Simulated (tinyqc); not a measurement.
# Resonant-tunnelling diode, transfer matrices and Tsu-Esaki current: resonance against bias

Emitter (band edge 0), barrier d1, well Lw, barrier d2, spacer ds, collector (edge -V). The bias drops linearly over these layers and none in the contacts; each layer is cut into ns equal slices, flat at the value of their centres. E is the energy of motion across the layers, C = hbar^2/(2 m0), psi and psi'/m are continuous. Transport is coherent, T(E) is taken as independent of the transverse momentum, and charge in the well is ignored.

For the pair (psi, psi'/m) a flat layer has M = [[cos kd, (m/k) sin kd], [-(k/m) sin kd, cos kd]] with k = sqrt(m (E - U)/C) above its edge U, and M = [[cosh Kd, (m/K) sinh Kd], [(K/m) sinh Kd, cosh Kd]] with K = sqrt(m (U - E)/C) below it. Later slices stand to the left. With M acting on (psi, psi'/m) and v = k/m in each lead, T(E) = 4 vL vR/[(vL vR M12 - M21)^2 + (vR M11 + vL M22)^2]. J = J0 times the integral over E > 0 of T(E) N(E), N = ln[(1 + exp((Ef - E)/Vt))/(1 + exp((Ef - V - E)/Vt))], J0 = q^2 mw m0 kB T/(2 pi^2 hbar^3) (times 1e-4 for A/cm^2 per eV). The integral is converged to the digits shown. The resonance is the first maximum of T(E) for E > 0, G its full width at half maximum. For a sharp resonance J = J0 (pi G/2) Tp N(Er), with Er the peak energy, Tp the peak transmission and G the full width at half maximum (in eV).

Inputs (values chosen for the exercise); masses and offsets of a made-up heterostructure: temperature T = 77 K; mass in the well, spacer and contacts mw = 0.03 m0; barrier height U1 = 0.21 eV; barrier mass m1 = 0.067 m0; emitter barrier d1 = 4.8 nm; well width Lw = 12.2 nm; collector barrier d2 = 4.8 nm; slices in each layer ns = 2; undoped spacer after the collector barrier ds = 2.3 nm; Fermi energy of both contacts above their band edges Ef = 0.023 eV.

Constants: q = 1.602176634e-19 C, kB = 1.380649e-23 J/K, hbar = 1.054571817e-34 J s, m0 = 9.1093837015e-31 kg, Vt = kB T/q, hbar^2/(2 m0) = 0.0380998212 eV nm^2. Results are converted to the units shown.

Results:
```
V (V)   Er (eV)      Tp  G (meV)  J (kA/cm^2)  one-resonance J (kA/cm^2)
0.007   0.03038  0.9936   0.3493       0.3067                     0.3089
0.017   0.02582  0.9624   0.3504       0.7679                     0.7743
0.035   0.01754  0.8427   0.3541        1.756                      1.775
0.045   0.01290  0.7396   0.3568        2.264                      2.290
0.054  0.008691  0.6196   0.3588        2.516                      2.546
0.063  0.004463  0.4574   0.3585        2.336                      2.367
```

Estimate the missing row, V = 0.026 V.

Computed row:
```
V (V)  Er (eV)      Tp  G (meV)  J (kA/cm^2)  one-resonance J (kA/cm^2)
0.026  0.02169  0.9127   0.3520        1.244                      1.256
```

With this row back in the table: Er falls from 0.0304 to 0.00446 eV, by 0.463 eV a volt, against the share 0.452 of the bias at the centre of the well. Tp falls from 0.994 to 0.457: the bias makes equal barriers unequal. The one-resonance current is 0.71 % above the full integral in the first row and 1.3 % above it in the last.

Numbers from tinyqc (`OMP_NUM_THREADS=1 python tinyqc.py 2600025 2600026 out.jsonl`; about 0.1 s on one thread of a shared Intel Xeon 2.30GHz).
